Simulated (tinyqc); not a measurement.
Stepped quantum well by finite differences: sweeps and comparisons. A value that a table varies takes the place of the one given here.

Finite differences on points z_i at the centres of cells of width h: H_ii = (c/h^2)(1/m_(i-1/2) + 1/m_(i+1/2)) + V_i, H_(i,i+1) = -(c/h^2)/m_(i+1/2), where m_(i+1/2) is the mean of the masses at the two points (the end values are repeated outwards), psi = 0 on the points beyond both ends, c = hbar^2/2m0. The field adds e F (z - z0) with z0 the middle of the structure; 1 kV/cm = 1e-5 eV/angstrom.

Constants: hbar^2/2m0 = 3.80998211 eV angstrom^2.

Values chosen for the exercise (near those of a non-polar GaN well in AlGaN; the results hold for these values, not for the real material):

| symbol | value | unit | meaning |
|---|---|---|---|
| layers | ((28, 0.615, 0.249), (14, 0, 0.196), (21, 0.191, 0.2124), (28, 0.615, 0.249)) |  | each layer: thickness in angstrom, band edge in eV, mass in m0 |
| hf | 0.4375 | angstrom | cell width of the fine grid |
| Fs | (0, 66.7, 133, 200, 267, 333, 400) | kV/cm | fields |
| F | 290 | kV/cm | field along z |

## Stark shift

Fine grid. Perturbation theory: dE1 = e F z_11 - beta (e F)^2 with beta = sum_j z_1j^2/(E_j - E_1) over the 13 next levels at zero field, z from z0.

Levels against field:

| F (kV/cm) | E1 (eV) | E2 (eV) | dE1 (meV) | second order (meV) | <z - z0> (angstrom) | E2 - E1 (meV) |
|---|---|---|---|---|---|---|
| 0 | 0.1774 | 0.4148 | 0.00 | 0.00 | -5.3 | 237.4 |
| 66.7 | 0.1737 | 0.4176 | -3.67 | -3.67 | -5.7 | 243.8 |
| 133 | 0.1698 | 0.4202 | -7.55 | -7.57 | -6.0 | 250.3 |
| 200 | 0.1657 | 0.4226 | -11.70 | -11.77 | -6.4 | 257.0 |
| 267 | 0.1613 | 0.4249 | -16.07 | -16.21 | -6.7 | 263.6 |
| 333 | 0.1568 | 0.4269 | -20.57 | -20.84 | -7.0 | 270.1 |
| 400 | 0.1521 | 0.4287 | -25.33 | -25.79 | -7.2 | 276.6 |

z_11 = -5.32 angstrom
beta = 282.4 angstrom^2/eV

The state sits -5.3 angstrom off the middle at zero field, so the shift starts linearly in F. At 400 kV/cm E1 has moved by -25.33 meV, where second order gives -25.79 meV; they differ by 1.8 % there. The electron moves by -1.9 angstrom, against the rise of the potential. E2 - E1 grows with the field; the ends are 237.4 and 276.6 meV.

## Order of mass and momentum

Fine grid. Hermitian kinetic operators m^a p m^b p m^a with 2a + b = -1: H_ii = (c/h^2) m_i^(2a) (m_(i-1/2)^b + m_(i+1/2)^b) + V_i, H_(i,i+1) = -(c/h^2) m_i^a m_(i+1)^a m_(i+1/2)^b; BenDaniel-Duke is a = 0. The halved form has H_ii = 2c/(h^2 m_i) + V_i and H_(i,i+1) = -(c/2h^2)(1/m_i + 1/m_(i+1)). The shifts are measured against BenDaniel-Duke; the last column repeats E1 with cells of hf/4.

Levels (eV):

| operator | E1 | E2 | E1 - E1(BDD) (meV) | E1 at hf/4 |
|---|---|---|---|---|
| BenDaniel-Duke | 0.1598 | 0.4256 | 0.0 | 0.1598 |
| (1/m) p^2 + p^2 (1/m), halved | 0.1611 | 0.4215 | 1.3 | 0.0965 |
| m^(-1/2) p^2 m^(-1/2) | 0.1758 | 0.4385 | 16.0 | 0.1758 |
| m^(-1/4) p m^(-1/2) p m^(-1/4) | 0.1679 | 0.4320 | 8.1 | 0.1679 |
| one mass, the smallest | 0.1685 | 0.4410 | 8.7 | 0.1686 |

The three forms m^a p m^b p m^a span 16.0 meV in E1, 6 % of E2 - E1; they differ only at the mass steps (largest to smallest mass 1.27), where m^a psi is the continuous quantity. Dropping the mass step altogether moves E1 by +8.7 meV. Refining the grid moves the halved form by -64.5 meV, against at most 0.07 meV for the other three: at an abrupt step it has no limit as the grid is refined.

Program tinyqc; command `OMP_NUM_THREADS=1 python tinyqc.py 1280318 1280319 out.jsonl`; about 0.03 s on one thread of a shared Intel(R) Xeon(R) Processor @ 2.30GHz.
